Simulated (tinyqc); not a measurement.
Inside a calculation. Model: read current of a NAND string, cells in series solved by shooting.

Computed by the program tinyqc: `OMP_NUM_THREADS=1 python tinyqc.py 2142084 2142085 out.jsonl`, one thread of a shared Intel Xeon 2.30GHz, about 0.6 s for the whole run. Printed values are rounded.

Cells in series, numbered from 0 at the source line (0 V) to the bit line, each followed by a gap resistance Rg. A cell with gate Vg, threshold VT, source Vs and drain Vd passes I = 2 nf K Vt^2 [F(Vs) - F(Vd)]/(1 + th max(Vg - VT, 0)), F(V) = ln^2(1 + exp((Vg - VT - nf V)/(2 nf Vt))). The selected cell has Vg = Vr, the others Vg = Vp.

Parameters, values chosen for the exercise; values of the order met in vertical NAND strings: temperature T = 358 K; gain factor of a cell K = 16 uA/V^2; slope factor nf = 2.2; mobility reduction factor th = 0.19 1/V; resistance of the gap between cells Rg = 26 kohm; bit-line voltage Vbl = 0.4 V; pass voltage Vp = 7.4 V; read voltage on the selected word line Vr = 2.13 V.

Constants: q = 1.602176634e-19 C, kB = 1.380649e-23 J/K, Vt = kB T/q. Results are converted to the units shown.

## Step 1: node voltages for a trial current

first trial current = 0.72 uA
thresholds from the source end, cell 0 to 4 (V): -1.7  3.7  3.7  0.5  -1.7

For a trial current I start at 0 V and, cell by cell (the selected one is cell 3), solve for the drain: sqrt(F(Vd)) = sqrt(F(Vs) - I/k), k = 2 nf K Vt^2/(1 + th max(Vg - VT, 0)), Vd = [Vg - VT - 2 nf Vt ln(exp(sqrt F) - 1)]/nf, then add I Rg.

node voltage after each cell and gap, trial 1, cell 0 to 4 (V): 0.03223714  0.07221099  0.1127198  0.1756424  0.2084811

## Step 2: node voltages for a trial current

second trial current = 1.2 uA

As before.

node voltage after each cell and gap, trial 2, cell 0 to 4 (V): 0.05375324  0.1210126  0.1898634  0.3091500  0.3647363

## Course of the secant iteration

Secant steps on the end voltage less Vbl, from the two trials; a trial above the saturation current of a cell has no solution and is moved halfway to the previous trial. Stop below 1e-9 V.

Course of the iteration:
```
iteration    I (uA)  end voltage - Vbl (V)  halvings
1          1.308327                3.21e-3         0
2          1.299291               -6.07e-5         0
3          1.299459               -1.07e-7         0
4          1.299459               3.56e-12         0
```

Converged in 4 iterations to I = 1.2995 uA. The selected cell takes 24.9 % of the bit-line voltage and the gaps together 42.2 %.
